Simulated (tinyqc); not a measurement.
# Charge imbalance from the loss of breakdown voltage

Problem. In a superjunction of pillar doping N and length Lp an imbalance dl lowers BV by q |dl| N Lp^2/(4 eps0 eps_r), as long as the field reaches through the pillar. Find |dl| and the net dose error |dl| N wp.

Values chosen for this exercise:
- eps_r = 12 (relative permittivity of the semiconductor)
- wp = 1.5 um (width of each pillar)

Constants: q = 1.602176634e-19 C, eps0 = 8.8541878128e-14 F/cm where lengths are in cm. Results are converted to the units shown.

BV balanced and BV measured (V): 640  558.93333
N = 1.5915886e16 cm^-3
Lp = 26.666667 um

Solution. The loss is linear in |dl|; its sign cannot be told from BV.

|dl| = 1.900 %
dose error = 4.536e10 cm^-2

Computed by the program tinyqc: `OMP_NUM_THREADS=1 python tinyqc.py 2590027 2590028 out.jsonl`, one thread of a shared Intel Xeon 2.30GHz, about 0.01 s for the whole run.
